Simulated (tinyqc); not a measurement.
## Model parameters from four stresses

Inverse problem. The threshold shift of a transistor under bias-temperature stress follows dV = A (V/V0)^g exp[-(Ea q/kB)(1/T - 1/T0)] (t/1 s)^n. Find n, A, g and Ea.

Parameters, values chosen for the exercise:
```
symbol  value  unit                   meaning
V0        1.5     V  reference stress voltage
T0        398     K     reference temperature
```

Constants: q = 1.602176634e-19 C, kB = 1.380649e-23 J/K. Results are converted to the units shown.

dV at (V0, T0, 10 s), (V0, T0, 1000 s), (1.2 V, T0, 1000 s) and (V0, 423 K, 1000 s) (mV): [5.5307478, 10.064307, 4.6089162, 13.962975]

Solution. Each pair differs in one condition, and the logarithm of its ratio gives one exponent.

n = 0.130
A = 4.10 mV
g = 3.50
Ea = 0.190 eV

Computed by the program tinyqc: `OMP_NUM_THREADS=1 python tinyqc.py 2070142 2070143 out.jsonl`, one thread of a shared Intel Xeon 2.30GHz, about 0.01 s for the whole run.
